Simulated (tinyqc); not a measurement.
Thin film between two gates, subbands and threshold shift from confinement: one step of the calculation.

Undoped body with a flat potential across it, hard walls, transport along x. One isotropic valley (g = 1, mx = my = mz = me). Non-parabolicity enters the subband edges through E (1 + al E) = gamma, so E = 2 gamma/(1 + sqrt(1 + 4 al gamma)); motion within a subband is taken as parabolic with the band-edge mass. Energies are counted from the bulk band edge.

Problem. Threshold shift. Each subband has N_k = g sqrt(mx my) m0 kB T/(pi hbar^2); without degeneracy n = exp(EF/Vt) sum N_k exp(-E_k/Vt). Classical value Nc times t, Nc = sum over valleys of 2 g (m m0 kB T/(2 pi hbar^2))^1.5 with m = (mx my mz)^(1/3). Threshold shift dVT = Vt ln(classical value/sum N_k exp(-E_k/Vt)). Use the subbands listed.

Values chosen for this exercise; masses close to those of In0.53Ga0.47As:
```
symbol,value,unit,meaning
T,77,K,temperature
me,0.0405,m0,mass at the band edge
t,5.1,nm,film thickness (along z)
```

Constants: q = 1.602176634e-19 C, kB = 1.380649e-23 J/K, hbar = 1.054571817e-34 J s, m0 = 9.1093837015e-31 kg, Vt = kB T/q. Results are converted to the units shown.

```
subband    E_k (eV)   N_k (cm^-2)
1        0.25756189  1.1225762e11
2        0.73227921  1.1225762e11
3         1.2516138  1.1225762e11
```

Wanted: shares; sum N_k exp(-E_k/Vt); Nc; classical value; dVT.

Solution.

shares, subband 1 to 3 (%): 100.0  0.0  0.0
sum N_k exp(-E_k/Vt) = 1.557e-6 cm^-2
Nc = 2.660e16 cm^-3
classical value = 1.356e10 cm^-2
dVT = 243.5 mV

Range of the model: Non-parabolicity also makes carriers heavier within each subband, which is left out, so densities of states are understated at high energy.

tinyqc, about 0.03 s, one thread, Intel Xeon 2.30GHz (shared host): `OMP_NUM_THREADS=1 python tinyqc.py 2350070 2350071 out.jsonl`
